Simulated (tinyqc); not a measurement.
Worked calculation: thermal and gravitational stress in a wafer during furnace and rapid thermal processing, and the onset of slip. Computed by tinyqc, a small Python program that keeps every step. Command: `OMP_NUM_THREADS=1 python tinyqc.py 3013803 3013804 out.jsonl slip walk`. One thread of a shared host (Intel(R) Xeon(R) Processor @ 2.30GHz), about 0.01 s of CPU time with the checks. Intermediate numbers are printed to about 6 digits and carried at full precision; extremes and crossings named in words are read from the listed rows.

A thin free disc in plane stress, isotropic; T(r) = T_centre + dT (r/R)^n with n = 2. Stress is positive in tension; sigma_SB = 5.670374419e-8 W/(m^2 K^4), g = 9.80665 m/s^2.

Inputs (values chosen for the exercise, for a model wafer):

| quantity | value | unit |
|---|---|---|
| wafer radius R | 150 | mm |
| thickness t | 775 | micrometre |
| Young's modulus E | 154 | GPa |
| Poisson ratio nu | 0.25 | - |
| expansion alpha | 4.38 | 1e-6/K |
| edge less centre temperature dT | 24 | K |
| temperature T | 1075 | K |
| prefactor A of the critical stress | 0.00035 | MPa |
| energy U of the critical stress | 1.04 | eV |
| density rho | 2330 | kg/m^3 |
| heat capacity c | 972 | J/(kg K) |
| conductivity k | 25.9 | W/(m K) |
| wafer spacing s | 8.8 | mm |
| ramp rate | 7.8 | K/min |
| radius of the support ring over R | 0.81 | - |

Temperature profile: parabolic.

Constants: k_B = 8.617333262e-05 eV/K.

## Thermal stress

With x = r/R: s_rr = alpha E dT (1 - x^n)/(n + 2), s_tt = alpha E dT [1 - (n + 1) x^n]/(n + 2).

Temperature and stresses at r/R = 0, 0.3, 0.5, 0.7, 0.8, 0.9, 0.95, 1:

| r/R | T - T_centre (K) | s_rr (MPa) | s_tt (MPa) |
|---|---|---|---|
| 0.00 | 0.00 | 4.04712 | 4.04712 |
| 0.30 | 2.16 | 3.68288 | 2.95440 |
| 0.50 | 6.00 | 3.03534 | 1.01178 |
| 0.70 | 11.76 | 2.06403 | -1.90215 |
| 0.80 | 15.36 | 1.45696 | -3.72335 |
| 0.90 | 19.44 | 0.76895 | -5.78738 |
| 0.95 | 21.66 | 0.39459 | -6.91046 |
| 1.00 | 24.00 | 0.00000 | -8.09424 |

hoop stress at the edge = -8.09424 MPa

r/R where s_tt = 0 = 0.577350

The hot edge is squeezed; the edge stress is n times that at the centre in size.

## Resolved stress round the edge

At the edge the stress is uniaxial along the tangent d = (cos phi, sin phi, 0) of a (001) wafer; the Schmid factor is the largest |(d.n)(d.b)| over the twelve {111}<110> systems.

Schmid factor and resolved stress at phi = 0, 7.5, 15, 22.5, 30, 37.5 and 45 degrees from [100]:

| phi from [100] (degrees) | Schmid factor | resolved stress (MPa) |
|---|---|---|
| 0.0 | 0.408248 | 3.30446 |
| 7.5 | 0.454124 | 3.67579 |
| 15.0 | 0.482963 | 3.90922 |
| 22.5 | 0.492799 | 3.98884 |
| 30.0 | 0.482963 | 3.90922 |
| 37.5 | 0.454124 | 3.67579 |
| 45.0 | 0.408248 | 3.30446 |

The factor is 1/sqrt(6) = 0.408 along <100> and <110> and peaks at 0.4928 at 22.5 degrees, so slip, if any, starts at eight places between these directions.

## Slip criterion

Critical resolved stress tau_c = A exp(U/(k_B T)), a form chosen for the exercise; slip when 0.492799 |s_tt(R)| > tau_c; allowed |dT| = tau_c (n + 2)/(0.492799 n alpha E).

critical stress tau_c = 26.2882 MPa

resolved over critical stress = 0.151735

allowed |dT| = 158.171 K

No slip; the margin is a factor 6.6.

## Ramp rate in a batch furnace

In a stack heated from the rim, heat flows inward by conduction and by radiation between wafers: k_eff = k + (16/3) sigma_SB T^3 s^2/t (a diffusion estimate with the spacing as path length). A steady ramp gives the parabolic lag dT = rho c (ramp) R^2/(4 k_eff); the allowed ramp uses n = 2.

k_eff = 63.4405 W/(m K)

lag of the centre = 26.1049 K

allowed ramp rate = 47.2605 K/min

Radiation carries 59 % of the inward flow. The ramp is 0.17 of the allowed one.

## Gravity

Own weight q = rho g t on a ring of radius b R, x = r/R: moments of an edge-supported plate, M_r = q R^2 (3 + nu)(1 - x^2)/16 and M_t = q R^2 [(3 + nu) - (1 + 3 nu) x^2]/16, less the uniform moment inside the ring load, q R^2 [(1 - nu)(1 - b^2) - 2 (1 + nu) ln b]/8; stress at the lower face = 6 M/t^2.

stress at the centre = 0.418060 MPa

radial stress at the ring = -0.112387 MPa

hoop stress at the ring = 0.132435 MPa

The largest of these is 0.0080 tau_c when halved for shear. Point supports give far higher local stress than a ring.

## Position of the support ring

The formulas are those given above.

Stress at the lower face (MPa):

| b | centre | radial at ring | hoop at ring | largest in size |
|---|---|---|---|---|
| 0.40 | -0.644662 | -0.774020 | -0.714316 | 0.774020 |
| 0.50 | -0.333528 | -0.535649 | -0.442362 | 0.535649 |
| 0.60 | -0.065706 | -0.356760 | -0.222427 | 0.356760 |
| 0.65 | 0.057175 | -0.284410 | -0.126755 | 0.284410 |
| 0.70 | 0.174540 | -0.221618 | -0.038776 | 0.221618 |
| 0.75 | 0.287408 | -0.167365 | 0.042530 | 0.287408 |
| 0.80 | 0.396601 | -0.120829 | 0.117985 | 0.396601 |
| 0.90 | 0.606537 | -0.048336 | 0.253913 | 0.606537 |
| 1.00 | 0.808485 | 0.000000 | 0.373147 | 0.808485 |

Among these rows the largest stress is least, 0.222 MPa, for a ring at 0.7 R, 3.6 times below edge support: the overhang balances the sag of the centre. All values scale as R^2/t.

## Limits against temperature

The formulas are those given above.

For the parabolic profile:

| T (K) | tau_c (MPa) | allowed \|dT\| (K) | k_eff (W/(m K)) | allowed ramp (K/min) |
|---|---|---|---|---|
| 1050 | 34.3438 | 206.640 | 60.882 | 59.2526 |
| 1125 | 15.9611 | 96.035 | 68.926 | 31.1758 |
| 1200 | 8.1635 | 49.118 | 78.118 | 18.0716 |
| 1275 | 4.5180 | 27.184 | 88.533 | 11.3351 |
| 1350 | 2.6703 | 16.067 | 100.249 | 7.5861 |
| 1425 | 1.6681 | 10.037 | 113.342 | 5.3578 |
| 1500 | 1.0922 | 6.572 | 127.888 | 3.9584 |

From 1050 to 1500 K the allowed difference falls 31 times and the allowed ramp 15 times; radiation, which grows as T^3, gives back a factor 2.10. Ramps must slow as the wafer gets hotter.

Checks made by the program: force balance: the hoop stress integrates to zero (added to the edge stress) (relative difference below 1e-10).
